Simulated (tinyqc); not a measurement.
# Metal-interlayer-semiconductor contact, depinning against tunnelling resistance: two studies

Zero bias, n-type semiconductor. Gap states at the semiconductor surface thin out as exp(-be ti), which unpins the barrier; electrons must then cross the interlayer (a rectangular barrier, no voltage drop across it) and the parabolic depleted layer, both by WKB. Energies E are counted from the Fermi level; no image force, parabolic bands.

Values chosen for this exercise; semiconductor values close to those of silicon; interlayer mass of the order of that in strontium titanate, offset chosen freely:
- T = 300 K (temperature)
- Eg = 1.12 eV (band gap)
- eps_r = 11.3 (relative permittivity)
- chi = 4.2 eV (electron affinity)
- Nc = 2.8e19 cm^-3 (conduction-band density of states at T)
- mt = 0.187 m0 (tunnelling mass in the semiconductor)
- mA = 2.11 m0 (Richardson mass)
- Nd = 3.3e18 cm^-3 (donor density)
- E0 = 0.35 eV (charge-neutrality level above the valence band)
- S0 = 0.27 (pinning factor without interlayer)
- phiM = 4.48 eV (metal work function)
- ti = 0.8 nm (interlayer thickness)
- dE = 0.15 eV (conduction-band offset of the interlayer above the semiconductor)
- mi = 0.59 m0 (tunnelling mass in the interlayer)
- be = 6 1/nm (decay constant of gap states through the interlayer)

Constants: q = 1.602176634e-19 C, kB = 1.380649e-23 J/K, eps0 = 8.8541878128e-12 F/m, hbar = 1.054571817e-34 J s, h = 6.62607015e-34 J s, m0 = 9.1093837015e-31 kg, Vt = kB T/q, hbar^2/(2 m0) = 0.0380998212 eV nm^2. Results are converted to the units shown.

Each table varies one quantity; the others keep the values above.

## Contact resistivity against the interlayer thickness

S = 1/(1 + (1/S0 - 1) exp(-be ti)); phiB = S (phiM - chi) + (1 - S)(Eg - E0); xi = Ec - EF deep inside, from Nd = Nc F(-xi/Vt), F(x) = (2/sqrt(pi)) int_0^infinity sqrt(u) du/(1 + exp(u - x)); band bending U = phiB - xi; E00 = (hbar/2) sqrt(Nd/(eps0 eps_r mt m0)) in volts; A = 4 pi q mA m0 kB^2/h^3. With U = phiB - xi: for xi < E < phiB, y = (E - xi)/U and G1 = (U/E00) [sqrt(1 - y) - y ln((1 + sqrt(1 - y))/sqrt(y))], G1 = 0 above phiB; G2 = 2 ti sqrt(mi max(phiB + dE - E, 0)/C), C = hbar^2/(2 m0); f = 1/(1 + exp(E/Vt)); 1/rho_c = (A T^2/Vt^2) times the integral of exp(-G1 - G2) f over E from xi upwards. Shares under 0.001 % are printed as 0; rows without band bending are left out.

The same in every row: E00/Vt = 0.897.

Results:

| ti (nm) | S | phiB (eV) | rho_c (ohm cm^2) | rho_c with G2 = 0 (ohm cm^2) | peak of the integrand (eV) | share above phiB (%) |
|---|---|---|---|---|---|---|
| 0 | 0.270 | 0.638 | 0.0644 | 0.0644 | 0.339 | 0.110 |
| 0.2 | 0.551 | 0.500 | 0.00274 | 0.00106 | 0.281 | 0.558 |
| 0.4 | 0.803 | 0.377 | 1.57e-4 | 2.83e-5 | 0.227 | 2.20 |
| 0.6 | 0.931 | 0.314 | 5.16e-5 | 4.61e-6 | 0.201 | 4.82 |
| 0.8 | 0.978 | 0.291 | 5.47e-5 | 2.39e-6 | 0.195 | 7.40 |
| 1.2 | 0.998 | 0.281 | 1.78e-4 | 1.82e-6 | 0.204 | 12.9 |
| 1.4 | 0.999 | 0.280 | 3.55e-4 | 1.78e-6 | 0.211 | 16.8 |
| 1.6 | 1.00 | 0.280 | 7.02e-4 | 1.77e-6 | 0.218 | 21.9 |

Estimate the missing row, ti = 1 nm.

Computed row:

| ti (nm) | S | phiB (eV) | rho_c (ohm cm^2) | rho_c with G2 = 0 (ohm cm^2) | peak of the integrand (eV) | share above phiB (%) |
|---|---|---|---|---|---|---|
| 1 | 0.993 | 0.283 | 9.17e-5 | 1.94e-6 | 0.198 | 9.95 |

With this row back in the table: As ti goes from 0 to 1.6, phiB falls from 0.638 to 0.280 eV and rho_c goes from 0.0644 through a minimum of 5.16e-5 (at ti = 0.6 among the rows listed) to 7.02e-4 ohm cm^2. At ti = 0.6 nm rho_c is 1250 times lower than without interlayer: up to there the falling barrier gains more than tunnelling through the layer costs, beyond it the layer dominates. The ratio of rho_c to its value with G2 = 0 runs from 1.00 to 396.

## Contact resistivity against the metal work function

Same model as above.

The same in every row: S = 0.978; E00/Vt = 0.897.

Results:

| phiM (eV) | phiB (eV) | rho_c (ohm cm^2) | rho_c with G2 = 0 (ohm cm^2) | peak of the integrand (eV) | share above phiB (%) |
|---|---|---|---|---|---|
| 4.3 | 0.115 | 2.88e-7 | 2.35e-8 | 0.0927 | 35.2 |
| 4.7 | 0.506 | 0.0523 | 0.00127 | 0.316 | 1.71 |
| 4.9 | 0.702 | 28.7 | 0.436 | 0.423 | 0.486 |
| 5.1 | 0.897 | 1.59e4 | 158 | 0.528 | 0.139 |
| 5.3 | 1.09 | 8.81e6 | 5.91e4 | 0.632 | 0.0399 |

Estimate the missing row, phiM = 4.5 eV.

Computed row:

| phiM (eV) | phiB (eV) | rho_c (ohm cm^2) | rho_c with G2 = 0 (ohm cm^2) | peak of the integrand (eV) | share above phiB (%) |
|---|---|---|---|---|---|
| 4.5 | 0.310 | 1.01e-4 | 4.18e-6 | 0.207 | 6.42 |

With this row back in the table: As phiM goes from 4.3 to 5.3, phiB rises from 0.115 to 1.09 eV and rho_c rises from 2.88e-7 to 8.81e6 ohm cm^2. The ratio of rho_c to its value with G2 = 0 runs from 12.2 to 149.

tinyqc, about 0.04 s, one thread, Intel Xeon 2.30GHz (shared host): `OMP_NUM_THREADS=1 python tinyqc.py 2270141 2270142 out.jsonl`
